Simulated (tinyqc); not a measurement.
Carrier lifetime of an n-type layer with SRH, radiative, Auger and surface recombination: two steps of the calculation.

Uniform excess density dn = dp (no trapping), n = n0 + dn, p = p0 + dn, Boltzmann statistics, full ionisation. Surfaces enter as a rate 2 S dn/d, which holds while diffusion to them is fast.

Values chosen for this exercise; band and dielectric values those of a made-up semiconductor: temperature T = 350 K; radiative coefficient B = 1.19e-10 cm^3/s; Auger coefficient (two electrons) Cn = 4.7e-31 cm^6/s; Auger coefficient (two holes) Cp = 2.9e-31 cm^6/s; surface recombination velocity (both faces) S = 0 cm/s; sample thickness d = 20 um; generation rate G = 1.2e20 cm^-3 s^-1.

Constants: q = 1.602176634e-19 C, kB = 1.380649e-23 J/K, Vt = kB T/q. Results are converted to the units shown.

Question 1. New dn. With e = n p - ni^2 = dn (n0 + p0 + dn): U_SRH = e/(tp0 (n + n1) + tn0 (p + p1)), U_rad = B e, U_Aug = (Cn n + Cp p) e, U_s = 2 S dn/d. Newton step on ln U(ln dn) = ln G, U the sum: k = d ln U/d ln dn (central difference over factors 1.0001), dn(new) = dn (G/U)^(1/k).

dn at the start = 7e13 cm^-3
n0 = 1.2e15 cm^-3
p0 = 2.9423807e-29 cm^-3
n1 = 1.7111425e11 cm^-3
p1 = 2.0634500e-25 cm^-3
tn0 = 1.4172336e-8 s
tp0 = 1.4172336e-7 s

Find: U_SRH; U_rad; U_Aug; U_s; k; dn after iteration 1.

Answer 1.

U_SRH = 4.9115e20 cm^-3 s^-1
U_rad = 1.0579e19 cm^-3 s^-1
U_Aug = 5.4869e13 cm^-3 s^-1
U_s = 0 cm^-3 s^-1
k = 0.99610
dn after iteration 1 = 1.6649e13 cm^-3

Question 2. Lifetime, shares and quasi-Fermi splitting. tau = dn/U, shares of U, splitting Vt ln(n p/ni^2), radiative efficiency U_rad/U.

converged dn = 1.6689541e13 cm^-3
ni = 1.8790574e-7 cm^-3
n0 = 1.2e15 cm^-3
p0 = 2.9423807e-29 cm^-3
n1 = 1.7111425e11 cm^-3
p1 = 2.0634500e-25 cm^-3
tn0 = 1.4172336e-8 s
tp0 = 1.4172336e-7 s

Find: tau; shares; quasi-Fermi splitting.

Answer 2.

tau = 1.391e-7 s
shares (%): SRH 97.99, radiative 2.01, Auger 0.00, surface 0.00
quasi-Fermi splitting = 2.900 V

SRH recombination takes the largest share. dn is 0.014 times the doping: low injection.

Computed by the program tinyqc: `OMP_NUM_THREADS=1 python tinyqc.py 2300120 2300121 out.jsonl`, one thread of a shared Intel Xeon 2.30GHz, about 0.01 s for the whole run.
